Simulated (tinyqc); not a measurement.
## Charge centroid from charge and shift

Question. A sheet of N electrons in the storage layer of a charge-trap cell shifts the threshold by U = (q/eps0) N (tb/eb + xc tn/en). Find xc and the distance xc tn from the blocking layer.

Values chosen for this exercise:

| symbol | value | unit | meaning |
|---|---|---|---|
| tn | 8 | nm | storage layer |
| en | 7.4 |  | its relative permittivity |
| tb | 11 | nm | blocking layer |
| eb | 9 |  | its relative permittivity |

Constants: q = 1.602176634e-19 C, eps0 = 8.8541878128e-14 F/cm where lengths are in cm. Results are converted to the units shown.

N = 7.2e12 cm^-2
U = 2.4092930 V

Answer. U eps0/(q N) is the electrical distance from the gate; subtract that of the blocking layer.

xc = 0.5800
distance = 4.640 nm

Program tinyqc, `OMP_NUM_THREADS=1 python tinyqc.py 2130057 2130058 out.jsonl`; Intel Xeon 2.30GHz, shared host, one thread, about 0.07 s.
